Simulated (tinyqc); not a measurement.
What each parameter does: two-band k.p model of the X valleys of a zinc-blende crystal.

k along the valley axis, counted from X, c = hbar^2/2m0, e = c k^2/ml. H = [[e - D/2, i P k], [-i P k, e + D/2]] with P^2 = D0 c/ml, so E = e -/+ sqrt(D^2/4 + D0 e). For D = 0 (diamond lattice) the bands cross at X.

With x = D/D0: for x < 1 the minima lie at k_m = sqrt(ml D0 (1 - x^2)/(4 c)), the hump at X has the height dE = (D0/4)(1 - x)^2 and the mass at the minimum is ml/(1 - x^2); the mass at X is ml/(1 - 1/x), negative for x < 1. For x > 1 the minimum is at X.

Thermal masses along the axis for one X point, lower band, E from the minimum, on 1601 points from -0.8 to 0.8 1/angstrom: density-of-states mass m_d = c I^2/(pi kT), I = integral of exp(-E/kT) dk; conductivity mass m_c = 2 c kT/<(dE/dk)^2> with central differences.

Constants: hbar^2/2m0 = 3.80998211 eV angstrom^2; kB = 8.617333262e-05 eV/K.

Values chosen for the exercise (of the order of those of AlAs; the results hold for these values, not for the real material): D = 0.365 eV (splitting of the two conduction levels at X); D0 = 0.142 eV (coupling energy); ml = 0.667 m0 (mass along the axis from remote bands); T = 20 K (temperature).

Shape of the lower band and thermal masses.

Results for these values:
```
case  k_m (1/angstrom)  dE (meV)  m_d (m0)  m_c (m0)
base            0.0000     0.000     1.089     1.086
```

What happens to each result for D0 = 0.1377 eV, all else kept?

Answer: k_m does not change at the printed digits; dE does not change at the printed digits; m_d falls from 1.089 to 1.068; m_c falls from 1.086 to 1.066.

The same for each parameter in turn:
```
case            k_m (1/angstrom)  dE (meV)  m_d (m0)  m_c (m0)
base                      0.0000     0.000     1.089     1.086
D = 0.376 eV              0.0000     0.000     1.069     1.066
D0 = 0.1377 eV            0.0000     0.000     1.068     1.066
ml = 0.647 m0             0.0000     0.000     1.056     1.053
T = 19.4 K                0.0000     0.000     1.089     1.086
```

Run: tinyqc, `OMP_NUM_THREADS=1 python tinyqc.py 1881299 1881300 out.jsonl`; Intel(R) Xeon(R) Processor @ 2.30GHz, one thread, shared host; about 0.01 s of CPU time with all checks.
